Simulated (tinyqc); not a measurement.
The lens: binary melting diagram from solution models of liquid and solid. Computed by tinyqc, a small Python program. Command: `OMP_NUM_THREADS=1 python tinyqc.py 3008011 3008012 out.jsonl melt walk`. One thread of a shared host (Intel(R) Xeon(R) Processor @ 2.30GHz), about 0.01 s of CPU time with the checks.

x is the fraction of B. In a phase with interaction L: mu_A = G_A + R T ln(1 - x) + L x^2, mu_B = G_B + R T ln x + L (1 - x)^2. Melting: G(liquid) - G(solid) = H (1 - T/T_m) for each pure component.

Inputs (values chosen for the exercise, modelled on Si-Ge):
```
quantity,value,unit
melting point T_A,1687,K
melting point T_B,1211,K
heat of melting H_A,50.7,kJ/mol
heat of melting H_B,37,kJ/mol
liquid interaction L_L,6.3,kJ/mol
solid interaction L_S,3.9,kJ/mol
```

Diagram: complete solid solution (lens).

Constants: R = 8.314462618 J/(mol K).

Method. Equal potentials: F_A = dG_A + R T ln[(1 - xl)/(1 - xs)] + L_L xl^2 - L_S xs^2 = 0, F_B = dG_B + R T ln(xl/xs) + L_L (1 - xl)^2 - L_S (1 - xs)^2 = 0. Newton steps from the ideal values with the exact Jacobian, halved if x would leave (0, 1); stop below 1e-12, residuals under 1e-7 shown as 0.

Liquidus and solidus:
```
T (K),xl,xs,ideal xl,ideal xs
1663,0.08852,0.03664,0.07815,0.02878
1592,0.33976,0.13951,0.29154,0.12099
1520,0.55612,0.24362,0.48092,0.22785
1449,0.71773,0.35809,0.64145,0.35078
1378,0.83440,0.49804,0.77656,0.49747
1306,0.91970,0.68131,0.88857,0.68015
1235,0.98222,0.91201,0.97559,0.90835
```

What does the comparison show, and why?

The lens is widest among these rows at 1449 K (0.360 in x, ideal 0.291). L_L - L_S = +2.4 kJ/mol, relative to the mixed solid, penalises the mixed liquid, and the liquidus lies above the ideal one in every row.
